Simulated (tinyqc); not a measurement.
# Crystallisation kinetics and data retention of a phase-change cell: effects of single changes

Johnson-Mehl-Avrami-Kolmogorov law X = 1 - exp(-y^n), y = integral of k dt, k = (1/100 s) exp[-(Ec q/kB)(1/T - 1/T1)].

Inputs (values chosen for the exercise); values of the order of Ge-Sb-Te and related chalcogenides: activation energy of crystallisation Ec = 3.19 eV; temperature at which the rate k is 1/(100 s) T1 = 461 K; Avrami exponent n = 1.5; crystalline share at which the state is lost Xf = 0.3; storage temperature T = 398 K.

Constants: q = 1.602176634e-19 C, kB = 1.380649e-23 J/K. Results are converted to the units shown.

Each table varies one quantity; the others keep the values above.

## Kissinger analysis

Tp is the temperature of the largest dX/dt on a ramp of rate b (b in K/min in the logarithm).

Results:
```
b (K/min)  Tp (K)  q/kB Tp (1/eV)  ln(b/Tp^2)  X at the peak
0.5        450.51          25.759     -12.914        0.62631
1          454.25          25.547     -12.237        0.62627
2          458.05          25.335     -11.561        0.62622
10         467.13          24.842     -9.9906        0.62611
20         471.15          24.630     -9.3146        0.62606
50         476.57          24.350     -8.4212        0.62599
100        480.75          24.138     -7.7455        0.62594
```

Estimate the missing row, b = 5 K/min.

Computed row:
```
b (K/min)  Tp (K)  q/kB Tp (1/eV)  ln(b/Tp^2)  X at the peak
5          463.17          25.054     -10.667        0.62616
```

With this row back in the table: Tp rises from 451 to 481 K. The slope of ln(b/Tp^2) against q/kB Tp between the end rows is -3.189 eV, against Ec = 3.19 eV, and X at the peak stays near 1 - 1/e = 0.632 (0.626 to 0.626).

## Effect of the activation energy at a fixed measured point

Same model as above.

At fixed T the state fails at t = (-ln(1 - Xf))^(1/n)/k; ten years are 3.15576e8 s. k at T1 is held.

Results:
```
Ec (eV)  temperature for ten years (K)  time to fail at T (years)
1.5                              325.9                   6.283e-4
1.8                              342.6                   0.002076
2.1                              355.7                   0.006862
2.4                              366.1                    0.02268
2.7                              374.7                    0.07494
3                                381.9                     0.2477
3.6                              393.1                      2.705
```

Estimate the missing row, Ec = 3.3 eV.

Computed row:
```
Ec (eV)  temperature for ten years (K)  time to fail at T (years)
3.3                              387.9                     0.8185
```

With this row back in the table: The ten-year temperature rises from 326 to 393 K, and the projected life at 398 K spans 3.63 decades: an error of 0.1 eV changes it by a factor of 1.49.

Range of the model: One Arrhenius rate is assumed; incubation, growth from the boundary and the non-Arrhenius kinetics of the supercooled liquid are left out.

Computed by the program tinyqc: `OMP_NUM_THREADS=1 python tinyqc.py 2490029 2490030 out.jsonl`, one thread of a shared Intel Xeon 2.30GHz, about 0.02 s for the whole run.
